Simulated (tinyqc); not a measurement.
## Area and perimeter leakage from two diodes

Inverse problem. A square diode and a finger diode leak I = JA area + JP perimeter. Find JA, JP and the side of the square at which both parts are equal.

areas (um^2): 10000  31000
perimeters (um): 400  12710
leakage currents (pA): 4.94  39.401000

Answer. Two linear equations give JA and JP; for a square of side a, JA a^2 = 4 JP a at a = 4 JP/JA.

JA = 4.100e-8 A/cm^2
JP = 2.100e-11 A/cm
side for equal parts = 20.49 um

tinyqc, about 0.01 s, one thread, Intel Xeon 2.30GHz (shared host): `OMP_NUM_THREADS=1 python tinyqc.py 2290020 2290021 out.jsonl`
